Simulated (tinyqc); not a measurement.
From results back to parameters: recursion (Haydock) method for the local density of states: impurity site of a cubic lattice. Four cases, with inputs chosen for the exercise.

Problem. A local density has moments mu1 = a0, mu2 = a0^2 + b1^2 and, for a1 = a2 = 0, mu4 = a0^4 + 3 a0^2 b1^2 + b1^4 + b1^2 b2^2; b1^2 = (number of neighbours) t^2. The moments come from a hidden site.

Case 1.

Values chosen: t = 0.57 eV (hopping).

mu1, mu2, mu4 (eV^n): 0.00000  1.94940  9.50040

Case 2.

Values chosen: t = 0.74 eV (hopping).

mu1, mu2, mu4 (eV^n): 0.40000  3.44560  28.59061

Case 3.

Values chosen: t = 1.05 eV (hopping).

mu1, mu2, mu4 (eV^n): -0.20000  6.65500  110.19096

Case 4.

Values chosen: t = 0.73 eV (hopping).

mu1, mu2, mu4 (eV^n): 1.40000  5.15740  48.20073

Find: a0, b1, b2; neighbours.

Solution. Take the moments in turn: mu1 gives a0, mu2 gives b1, mu4 gives b2.

Case 1.

a0, b1, b2 (eV): 0.000  1.396  1.710

neighbours = 6

Case 2.

a0, b1, b2 (eV): 0.400  1.813  2.220

neighbours = 6

Case 3.

a0, b1, b2 (eV): -0.200  2.572  3.150

neighbours = 6

Case 4.

a0, b1, b2 (eV): 1.400  1.788  2.190

neighbours = 6

Computed by tinyqc, one run a case: `OMP_NUM_THREADS=1 python tinyqc.py N N+1 out.jsonl` with N = 1480455, 1480680, 1481011, 1481019; one thread of a shared Intel(R) Xeon(R) Processor @ 2.30GHz, about 0.2 s a run at most.
